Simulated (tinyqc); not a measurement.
Worked calculation: plane-wave Kohn-Sham cycle with exchange-only LDA in a layered model solid. One step of it, computed by the program tinyqc.

Problem. Iteration 2: potential. V_H(G) = 4 pi rho(G)/G^2 for G != 0 (uniform background); v_x = -(3 rho/pi)^(1/3); V = V_ext + V_H + v_x; Fourier components f(G_m) = (1/N) sum_j f(x_j) exp(-i G_m x_j).

A solid whose potential varies along x alone (atomic units):
```
parameter                      value
period a                   16.200000
cross-section of the cell  34.000000
electrons per cell                 4
grid points                       16
plane waves -n..n, n               2
k points                           1
V1 in V1 cos(2 pi x/a)     -0.240000
```

density after iteration 1 (e/bohr^3): [0.01021900, 0.01072378, 0.01111094, 0.00978608, 0.00713289, 0.00488261, 0.00387607, 0.00365619, 0.00363849, 0.00365619, 0.00387607, 0.00488261, 0.00713289, 0.00978608, 0.01111094, 0.01072378]

Give: Potentials on the grid; V(G_m), m = 0, 1, 2, ....

Solution.

Potentials on the grid (hartree):
```
x          V_ext      V_H      v_x        V
0.0000   -0.2400   0.3393  -0.2137  -0.1144
1.0125   -0.2217   0.3196  -0.2172  -0.1193
2.0250   -0.1697   0.2555  -0.2197  -0.1340
3.0375   -0.0918   0.1437  -0.2106  -0.1588
4.0500         0   0.0009  -0.1896  -0.1886
5.0625    0.0918  -0.1407  -0.1671  -0.2159
6.0750    0.1697  -0.2531  -0.1547  -0.2380
7.0875    0.2217  -0.3226  -0.1517  -0.2526
8.1000    0.2400  -0.3460  -0.1515  -0.2574
9.1125    0.2217  -0.3226  -0.1517  -0.2526
10.1250   0.1697  -0.2531  -0.1547  -0.2380
11.1375   0.0918  -0.1407  -0.1671  -0.2159
12.1500        0   0.0009  -0.1896  -0.1886
13.1625  -0.0918   0.1437  -0.2106  -0.1588
14.1750  -0.1697   0.2555  -0.2197  -0.1340
15.1875  -0.2217   0.3196  -0.2172  -0.1193
```

V(G_m), m = 0, 1, 2, ... (hartree): [-0.1866, 0.0363, 0.0006, -0.0005, -0.0003]
